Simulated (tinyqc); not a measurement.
## Floating body of a partially depleted SOI transistor: body voltage and kink: output curve and kink

Source at 0 V. Channel current Ic = 2 nf K Vt^2 [F(0) - F(Vd)](1 + la Vd), F(V) = ln^2(1 + exp((Vg - VT - nf V)/(2 nf Vt))), VT = VT0 - gb Vb. Saturation voltage Vs = 2 Vt sqrt(F(0)) + 3 Vt, excess Ve = (Vd - Vs + sqrt((Vd - Vs)^2 + 0.0004 V^2))/2, multiplication M1 = Ai Ve exp(-Bl/Ve). Each junction passes D(v) = J1 (exp(v/Vt) - 1) + J2 (exp(v/(2 Vt)) - 1). Bipolar current Ib = bb J1 (exp(Vb/Vt) - 1). The body settles where M1 (Ic + Ib) = D(Vb) + D(Vb - Vd) + Vb/Rb; drain current Id = (1 + M1)(Ic + Ib) - D(Vb - Vd).

Rows with more than one solution for Vb (latch) are left out; dId/dVd by a forward difference over 1e-4 V, swing = 1e-4 V over the change of log10 Id; M1 under 1e-12 is printed as 0.

Values chosen for this exercise; values of the order met in partially depleted silicon-on-insulator transistors: temperature T = 300 K; threshold at zero body voltage VT0 = 0.54 V; fall of the threshold per volt of body voltage gb = 0.3; slope factor nf = 1.48; gain factor per width K = 110 uA/(V^2 um); channel-length modulation factor la = 0.04 1/V; impact-ionisation prefactor Ai = 3.58 1/V; impact-ionisation voltage Bl = 5 V; diffusion saturation current of each junction J1 = 1.1e-12 uA/um; recombination saturation current of each junction J2 = 2.1e-9 uA/um; gain of the lateral bipolar transistor on the diffusion current bb = 3; resistance of a weak body tie to the source (1e9 stands for no tie, and the term is then dropped) Rb = 1e9 kohm um; gate voltage Vg = 0.97 V.

Constants: q = 1.602176634e-19 C, kB = 1.380649e-23 J/K, Vt = kB T/q. Results are converted to the units shown.

Results:
```
Vd (V),Vb (V),M1,"Id, floating (uA/um)","Id, grounded (uA/um)",ratio,"dId/dVd, floating (uS/um)","dId/dVd, grounded (uS/um)"
0.84,0.4386,2.958e-6,12.12,7.112,1.704,12.46,0.2826
1,0.5463,1.276e-4,13.64,7.161,1.905,7.506,0.3590
1.16,0.6101,0.001349,14.69,7.236,2.030,6.090,0.6179
1.48,0.6844,0.02047,17.27,7.611,2.269,12.44,1.885
1.64,0.7096,0.04802,20.03,7.986,2.508,23.51,2.839
1.8,0.7320,0.09345,25.53,8.526,2.994,49.14,3.928
```

Estimate the missing row, Vd = 1.32 V.

Computed row:
```
Vd (V),Vb (V),M1,"Id, floating (uA/um)","Id, grounded (uA/um)",ratio,"dId/dVd, floating (uS/um)","dId/dVd, grounded (uS/um)"
1.32,0.6529,0.006581,15.74,7.373,2.134,7.458,1.128
```

With this row back in the table: Vb rises from 0.439 to 0.732 V and the ratio of the currents rises from 1.70 to 2.99. The output conductance with a floating body exceeds the grounded value by the largest factor among the rows, 44.1, at Vd = 0.84 V, where Vb = 0.439 V and M1 = 2.96e-6.

Range of the model: The multiplication law is an empirical form chosen for the exercise; self-heating and capacitive coupling to the body are left out, and the linear laws are rough once Vb passes about 0.7 V or M1 about 0.1.

Program tinyqc, `OMP_NUM_THREADS=1 python tinyqc.py 2182058 2182059 out.jsonl`; Intel Xeon 2.30GHz, shared host, one thread, about 0.2 s.
